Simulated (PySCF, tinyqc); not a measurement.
Worked calculation: RHF in the sto-6g basis, for Li-, spin multiplicity 1. The basis has no diffuse functions, so it cannot describe the extra electron: this is an exercise in the method, not the real anion. The lowest restricted solution is unstable here: a spin-polarised one lies 0.0049 hartree lower (PySCF). Computed by tinyqc, a small Python program that keeps every step (integrals from PySCF). Settings: charge = -1, multiplicity = 1, basis = sto-6g, energy threshold = 1e-09, iteration cap = 72, orthogonalisation = symmetric, start = core, DIIS depth = 0, shift = 1.0, method = RHF. Command: `OMP_NUM_THREADS=1 python tinyqc.py 21452 21453 out.jsonl` (the two numbers bound the seeds that draw the settings). One thread of a shared host (Intel(R) Xeon(R) Processor @ 2.60GHz), about 0.04 s of CPU time with the checks. Later iterations appear only in the table of the cycle.

## One-electron integrals

Geometry (angstrom):
```
atom         x         y         z
Li    0.000000  0.000000  0.000000
```

Basis sto-6g: exponents (1/bohr^2) and contraction coefficients of normalised primitives:
```
element  l (shell)    exponent  coefficient
Li           s (1)  167.175846     0.009164
Li           s (1)   30.651508     0.049361
Li           s (1)    8.575187     0.168538
Li           s (1)    2.945808     0.370563
Li           s (1)    1.143944     0.416492
Li           s (1)    0.471139     0.130334
Li           s (2)    6.597564    -0.013253
Li           s (2)    1.305830    -0.046992
Li           s (2)    0.405851    -0.033785
Li           s (2)    0.156146     0.250242
Li           s (2)    0.067814     0.595117
Li           s (2)    0.031084     0.240706
Li           p (3)    6.597564     0.003760
Li           p (3)    1.305830     0.037679
Li           p (3)    0.405851     0.173897
Li           p (3)    0.156146     0.418036
Li           p (3)    0.067814     0.425860
Li           p (3)    0.031084     0.101708
```

Overlap, kinetic and nuclear-attraction integrals over the contracted functions; the nuclear repulsion is the sum of Za Zb / Rab.

nuclear repulsion = 0 hartree

overlap S:
```
           1Li 1s    1Li 2s   1Li 2px   1Li 2py   1Li 2pz
1Li 1s   1.000000  0.235742  0.000000  0.000000  0.000000
1Li 2s   0.235742  1.000000  0.000000  0.000000  0.000000
1Li 2px  0.000000  0.000000  1.000000  0.000000  0.000000
1Li 2py  0.000000  0.000000  0.000000  1.000000  0.000000
1Li 2pz  0.000000  0.000000  0.000000  0.000000  1.000000
```

kinetic energy T (hartree):
```
            1Li 1s     1Li 2s   1Li 2px   1Li 2py   1Li 2pz
1Li 1s    3.616742  -0.110723  0.000000  0.000000  0.000000
1Li 2s   -0.110723   0.106524  0.000000  0.000000  0.000000
1Li 2px   0.000000   0.000000  0.320007  0.000000  0.000000
1Li 2py   0.000000   0.000000  0.000000  0.320007  0.000000
1Li 2pz   0.000000   0.000000  0.000000  0.000000  0.320007
```

nuclear attraction V (hartree):
```
            1Li 1s     1Li 2s    1Li 2px    1Li 2py    1Li 2pz
1Li 1s   -8.067144  -0.828362   0.000000   0.000000   0.000000
1Li 2s   -0.828362  -1.200045   0.000000   0.000000   0.000000
1Li 2px   0.000000   0.000000  -1.199992   0.000000   0.000000
1Li 2py   0.000000   0.000000   0.000000  -1.199992   0.000000
1Li 2pz   0.000000   0.000000   0.000000   0.000000  -1.199992
```

core Hamiltonian H = T + V (hartree):
```
            1Li 1s     1Li 2s    1Li 2px    1Li 2py    1Li 2pz
1Li 1s   -4.450402  -0.939085   0.000000   0.000000   0.000000
1Li 2s   -0.939085  -1.093522   0.000000   0.000000   0.000000
1Li 2px   0.000000   0.000000  -0.879985   0.000000   0.000000
1Li 2py   0.000000   0.000000   0.000000  -0.879985   0.000000
1Li 2pz   0.000000   0.000000   0.000000   0.000000  -0.879985
```

## Two-electron integrals

Functions are numbered as in S; the eight-fold symmetry (ij|kl) = (ji|kl) = (kl|ij) leaves the list below.

Two-electron integrals (ij|kl) in chemists' order, unique and non-zero (hartree):
```
(11|11) 1.681247   (21|11) 0.242603   (21|21) 0.044507   (22|11) 0.397190
(22|21) 0.090279   (22|22) 0.290625   (31|31) 0.009437   (32|31) 0.014261
(32|32) 0.064236   (33|11) 0.397190   (33|21) 0.090279   (33|22) 0.290625
(33|33) 0.313125   (41|41) 0.009437   (42|41) 0.014261   (42|42) 0.064236
(43|43) 0.016875   (44|11) 0.397190   (44|21) 0.090279   (44|22) 0.290625
(44|33) 0.279374   (44|44) 0.313125   (51|51) 0.009437   (52|51) 0.014261
(52|52) 0.064236   (53|53) 0.016875   (54|54) 0.016875   (55|11) 0.397190
(55|21) 0.090279   (55|22) 0.290625   (55|33) 0.279374   (55|44) 0.279374
(55|55) 0.313125
```

## Orthogonalisation

S = U s U^T; symmetric (Loewdin) form X = U s^(-1/2) U^T, so that X^T S X = 1.

eigenvalues of S: 0.764258  1.000000  1.000000  1.000000  1.235742

X:
```
            1Li 1s     1Li 2s   1Li 2px   1Li 2py   1Li 2pz
1Li 1s    1.021726  -0.122153  0.000000  0.000000  0.000000
1Li 2s   -0.122153   1.021726  0.000000  0.000000  0.000000
1Li 2px   0.000000   0.000000  1.000000  0.000000  0.000000
1Li 2py   0.000000   0.000000  0.000000  1.000000  0.000000
1Li 2pz   0.000000   0.000000  0.000000  0.000000  1.000000
```

## Starting guess

The start is the orbitals of the core Hamiltonian; D = 2 C_occ C_occ^T.

D at the start:
```
            1Li 1s     1Li 2s   1Li 2px   1Li 2py   1Li 2pz
1Li 1s    2.117689  -0.499229  0.000000  0.000000  0.000000
1Li 2s   -0.499229   2.117689  0.000000  0.000000  0.000000
1Li 2px   0.000000   0.000000  0.000000  0.000000  0.000000
1Li 2py   0.000000   0.000000  0.000000  0.000000  0.000000
1Li 2pz   0.000000   0.000000  0.000000  0.000000  0.000000
```

## Iteration 1: building the Fock matrix

J_ij = sum D_kl (ij|kl), K_ij = sum D_kl (ik|jl); F = H + J - 0.5 K; E = tr D H + tr D J / 2 - 0.25 tr D K + E_nn.

Coulomb J (hartree):
```
           1Li 1s    1Li 2s   1Li 2px   1Li 2py   1Li 2pz
1Li 1s   4.159254  0.660501  0.000000  0.000000  0.000000
1Li 2s   0.660501  1.366438  0.000000  0.000000  0.000000
1Li 2px  0.000000  0.000000  1.366439  0.000000  0.000000
1Li 2py  0.000000  0.000000  0.000000  1.366439  0.000000
1Li 2pz  0.000000  0.000000  0.000000  0.000000  1.366439
```

exchange K (hartree):
```
           1Li 1s    1Li 2s   1Li 2px   1Li 2py   1Li 2pz
1Li 1s   3.412383  0.484432  0.000000  0.000000  0.000000
1Li 2s   0.484432  0.619566  0.000000  0.000000  0.000000
1Li 2px  0.000000  0.000000  0.141777  0.000000  0.000000
1Li 2py  0.000000  0.000000  0.000000  0.141777  0.000000
1Li 2pz  0.000000  0.000000  0.000000  0.000000  0.141777
```

Fock matrix F (hartree):
```
            1Li 1s     1Li 2s   1Li 2px   1Li 2py   1Li 2pz
1Li 1s   -1.997339  -0.520799  0.000000  0.000000  0.000000
1Li 2s   -0.520799  -0.036867  0.000000  0.000000  0.000000
1Li 2px   0.000000   0.000000  0.415565  0.000000  0.000000
1Li 2py   0.000000   0.000000  0.000000  0.415565  0.000000
1Li 2pz   0.000000   0.000000  0.000000  0.000000  0.415565
```

total energy of this density = -7.29524605 hartree

## Iteration 1: diagonalisation and new density

A level shift of 1 hartree raises the virtual space: F + shift (S - S D(s) S), with D(s) the density of one spin (D/2). Diagonalise F' = X^T F X, C = X C', fill 2 alpha and 2 beta electrons from the bottom; D = 2 C_occ C_occ^T. Each column has its largest component positive (the first on a tie).

F' = X^T F X (hartree):
```
           1          2         3         4         5
1  -1.955620  -0.297562  0.000000  0.000000  0.000000
2  -0.297562   0.061709  0.000000  0.000000  0.000000
3   0.000000   0.000000  1.415565  0.000000  0.000000
4   0.000000   0.000000  0.000000  1.415565  0.000000
5   0.000000   0.000000  0.000000  0.000000  1.415565
```

orbital energies (hartree): MO1 -1.998595, MO2 0.104685, MO3 1.415565, MO4 1.415565, MO5 1.415565

coefficients C:
```
              MO1        MO2       MO3       MO4       MO5
1Li 1s   0.993772  -0.266948  0.000000  0.000000  0.000000
1Li 2s   0.025150   1.028694  0.000000  0.000000  0.000000
1Li 2px  0.000000   0.000000  1.000000  0.000000  0.000000
1Li 2py  0.000000   0.000000  0.000000  1.000000  0.000000
1Li 2pz  0.000000   0.000000  0.000000  0.000000  1.000000
```

D after iteration 1:
```
            1Li 1s     1Li 2s   1Li 2px   1Li 2py   1Li 2pz
1Li 1s    2.117689  -0.499229  0.000000  0.000000  0.000000
1Li 2s   -0.499229   2.117689  0.000000  0.000000  0.000000
1Li 2px   0.000000   0.000000  0.000000  0.000000  0.000000
1Li 2py   0.000000   0.000000  0.000000  0.000000  0.000000
1Li 2pz   0.000000   0.000000  0.000000  0.000000  0.000000
```

Within a degenerate level the vectors are fixed only up to a rotation; this is one choice.

## Iteration 2: building the Fock matrix

As before.

Coulomb J (hartree):
```
           1Li 1s    1Li 2s   1Li 2px   1Li 2py   1Li 2pz
1Li 1s   4.159254  0.660501  0.000000  0.000000  0.000000
1Li 2s   0.660501  1.366438  0.000000  0.000000  0.000000
1Li 2px  0.000000  0.000000  1.366439  0.000000  0.000000
1Li 2py  0.000000  0.000000  0.000000  1.366439  0.000000
1Li 2pz  0.000000  0.000000  0.000000  0.000000  1.366439
```

exchange K (hartree):
```
           1Li 1s    1Li 2s   1Li 2px   1Li 2py   1Li 2pz
1Li 1s   3.412383  0.484432  0.000000  0.000000  0.000000
1Li 2s   0.484432  0.619566  0.000000  0.000000  0.000000
1Li 2px  0.000000  0.000000  0.141777  0.000000  0.000000
1Li 2py  0.000000  0.000000  0.000000  0.141777  0.000000
1Li 2pz  0.000000  0.000000  0.000000  0.000000  0.141777
```

Fock matrix F (hartree):
```
            1Li 1s     1Li 2s   1Li 2px   1Li 2py   1Li 2pz
1Li 1s   -1.997339  -0.520799  0.000000  0.000000  0.000000
1Li 2s   -0.520799  -0.036867  0.000000  0.000000  0.000000
1Li 2px   0.000000   0.000000  0.415565  0.000000  0.000000
1Li 2py   0.000000   0.000000  0.000000  0.415565  0.000000
1Li 2pz   0.000000   0.000000  0.000000  0.000000  0.415565
```

total energy of this density = -7.29524605 hartree

## Iteration 2 (converged): orbitals

Diagonalise F' = X^T F X, C = X C', fill 2 alpha and 2 beta electrons from the bottom; D = 2 C_occ C_occ^T. Each column has its largest component positive (the first on a tie).

F' = X^T F X (hartree):
```
           1          2         3         4         5
1  -1.955620  -0.297562  0.000000  0.000000  0.000000
2  -0.297562   0.061709  0.000000  0.000000  0.000000
3   0.000000   0.000000  0.415565  0.000000  0.000000
4   0.000000   0.000000  0.000000  0.415565  0.000000
5   0.000000   0.000000  0.000000  0.000000  0.415565
```

orbital energies (hartree): MO1 -1.998595, MO2 0.104685, MO3 0.415565, MO4 0.415565, MO5 0.415565

coefficients C:
```
              MO1        MO2       MO3       MO4       MO5
1Li 1s   0.993772  -0.266948  0.000000  0.000000  0.000000
1Li 2s   0.025150   1.028694  0.000000  0.000000  0.000000
1Li 2px  0.000000   0.000000  1.000000  0.000000  0.000000
1Li 2py  0.000000   0.000000  0.000000  1.000000  0.000000
1Li 2pz  0.000000   0.000000  0.000000  0.000000  1.000000
```

D after iteration 2:
```
            1Li 1s     1Li 2s   1Li 2px   1Li 2py   1Li 2pz
1Li 1s    2.117689  -0.499229  0.000000  0.000000  0.000000
1Li 2s   -0.499229   2.117689  0.000000  0.000000  0.000000
1Li 2px   0.000000   0.000000  0.000000  0.000000  0.000000
1Li 2py   0.000000   0.000000  0.000000  0.000000  0.000000
1Li 2pz   0.000000   0.000000  0.000000  0.000000  0.000000
```

Within a degenerate level the vectors are fixed only up to a rotation; this is one choice.

## Convergence

Stop when the energy changes by less than 1e-09 hartree and every element of the error matrix X^T (F D S - S D F) X is below 9e-06.

Course of the cycle:
```
iteration  E (hartree)     change  largest element of the error matrix
1          -7.29524605          -                             4.35e-16
2          -7.29524605  -5.33e-15                             4.36e-16
```

PySCF RHF in the same basis = -7.29524605 hartree

Converged in 2 iterations.

## Populations

Mulliken: Z minus the diagonal of D S on the atom; Loewdin: the same with S^(1/2) D S^(1/2).

Charges (e):
```
atom   Mulliken    Loewdin
1Li   -1.000000  -1.000000
```
